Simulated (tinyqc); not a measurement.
Global model of a low-pressure process discharge: electron temperature, density, ion flux and ion energy. From T_e back to ionisation energy E_iz. Computed by tinyqc, a small Python program. Command: `OMP_NUM_THREADS=1 python tinyqc.py 3113646 3113647 out.jsonl plasma inv`. One thread of a shared host (Intel(R) Xeon(R) Processor @ 2.30GHz), about 0.02 s of CPU time with the checks.

Maxwellian electrons with temperature T_e in eV, one positive ion, no negative ions, uniform bulk density n; rate constants have the Arrhenius form.

Inputs (values chosen for the exercise, of the order of those of an inductive discharge in a simple atomic gas):
```
quantity,value,unit
ion mass M,32,u
ionisation prefactor K0,3e-14,m^3/s
ion-neutral cross section,7.9e-19,m^2
pressure p,0.17,Pa
gas temperature T_g,300,K
radius R,15,cm
height L,12,cm
```

Constants: k_B = 1.380649e-23 J/K; e = 1.602176634e-19 C; u = 1.6605390666e-27 kg.

Method:
- n_g = p/(k_B T_g); lambda_i = 1/(n_g sigma); h_L = 0.86/sqrt(3 + L/(2 lambda_i)), h_R = 0.8/sqrt(4 + R/lambda_i); A_eff = 2 pi R^2 h_L + 2 pi R L h_R; d_eff = pi R^2 L/A_eff.
- Particle balance: K0 exp(-E_iz/T_e) n_g d_eff = u_B, u_B = sqrt(e T_e/M).
- Root found by bracketing.

Task: A run gave the result below. Find the ionisation energy E_iz, known to lie between 7.4 and 15 eV.

T_e = 3.053696 eV

Result:

Each step takes the trial c = (a f_b - b f_a)/(f_b - f_a), f being the result less the target and a, b, c the logarithms of the listed values; c replaces end b, the old b replaces a if the sign of f changed, and otherwise f_a is halved.

Scan of the range:
```
ionisation energy E_iz (eV),T_e (eV)
7.40,1.87629
8.32,2.14611
9.37,2.46031
10.50,2.80535
11.90,3.24206
13.30,3.68826
15.00,4.24196
```

False position (Illinois rule, in the logarithm of the input) inside the bracket:
```
step,end a,end b,trial,T_e (eV)
1,10.5000,11.9000,11.2746,3.04576
2,11.9000,11.2746,11.2992,3.05346
3,11.9000,11.2992,11.3007,3.05392
4,11.2992,11.3007,11.3000,3.05370
5,11.3007,11.3000,11.3000,3.05370
```

T_e rises at every point of a 13-point scan of the range (every second point is shown), so one value fits; it is bracketed by 10.5 and 11.9. Answer: ionisation energy E_iz = 11.30 eV.
